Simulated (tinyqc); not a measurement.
Tunnelling through a gate dielectric, WKB transmission and Tsu-Esaki current: one step of the calculation.

Electrons leave the emitter at x = 0. Energies E (motion across the layers) are in eV from the emitter Fermi level; the collector Fermi level lies at -V and offers states at every E. No charge in the dielectric and no image force: F1 = V/t1, U = phi1 - F1 x. With C = hbar^2/(2 m0), kappa = sqrt(m (U - E)/C) where U > E and 0 elsewhere; T(E) = exp(-S), S = 2 times the integral of kappa over x.

Question. WKB exponent in closed form. Each layer adds (2/F) sqrt(m/C) [G(u at its left edge) - G(u at its right edge)] to S, with u = U - E (0 where negative) and G(u) = (2/3) u^1.5. The slope follows from 1/d = -dS/dE.

Inputs (values chosen for the exercise); dielectric values close to those of silicon dioxide: barrier of layer 1 above the emitter Fermi level at zero bias phi1 = 3.21 eV; tunnelling mass of layer 1 m1 = 0.52 m0; thickness of layer 1 t1 = 4.4 nm; voltage across the dielectric V = 5.2 V; energy of the electron followed E = 0 eV.

Constants: q = 1.602176634e-19 C, hbar = 1.054571817e-34 J s, m0 = 9.1093837015e-31 kg, hbar^2/(2 m0) = 0.0380998212 eV nm^2. Results are converted to the units shown.

Give: S; T(E); energy d over which T(E) grows by a factor e.

Answer.

S = 23.97
T(E) = 3.886e-11
energy d over which T(E) grows by a factor e = 0.08927 eV

The midpoint rule gives S = 24.329, so its T(E) is 30 % below this value. The band edge of layer 1 drops below E inside the layer: the barrier there is triangular (the Fowler-Nordheim case).

Computed by the program tinyqc: `OMP_NUM_THREADS=1 python tinyqc.py 2540030 2540031 out.jsonl`, one thread of a shared Intel Xeon 2.30GHz, about 0.02 s for the whole run.
